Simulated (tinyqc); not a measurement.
The starting point: quasiparticle equation with a plasmon-pole self-energy for two band edges.

For each edge E = e + X + Sc(E), with the correlation part Sc(E) = A[0]/(E - a + w) + A[1]/(E - b - w); a and b are the valence and conduction energies that enter the Green function (a = ev, b = ec in the one-shot scheme). Z = 1/(1 - dSc/dE), dSc/dE = -A[0]/(E - a + w)^2 - A[1]/(E - b - w)^2.

Values chosen for the exercise (scales of the order of those of GaN; shifted at random, so the results belong to these values and not to a real crystal): ev = 0 eV (mean-field valence top); ec = 1.97 eV (mean-field conduction edge); w = 17.9 eV (pole energy); Av = (34.9, 17.2) eV^2 (weights of the valence state on the hole and electron poles); Ac = (17.2, 37.6) eV^2 (the same for the conduction state); Xv = -1.66 eV (exchange minus the mean-field potential, valence); Xc = 2.26 eV (the same, conduction).

The mean-field gap is opened by d (ev lowered by d/2, ec raised by d/2) and X is changed by the opposite amounts, so that e + X stays; one-shot and G-updated gaps.

Gaps (eV):
```
d    start  one-shot  update G
0.0  1.970    3.3486    3.4509
0.2  2.170    3.3626    3.4509
0.4  2.370    3.3765    3.4509
0.6  2.570    3.3902    3.4509
0.9  2.870    3.4106    3.4509
1.2  3.170    3.4306    3.4509
1.6  3.570    3.4570    3.4509
```

How do the results move, and what explains it?

The one-shot gap moves by a fraction 0.07 of any change of the starting gap, while the updated gap, 3.4509 eV, does not depend on it. The two agree where the start already equals the result, near d = 1.48 eV. A real change of starting point alters the orbitals and the screening too; this model holds both fixed.

Run: tinyqc, `OMP_NUM_THREADS=1 python tinyqc.py 1850336 1850337 out.jsonl`; Intel(R) Xeon(R) Processor @ 2.30GHz, one thread, shared host; about 0.02 s of CPU time with all checks.
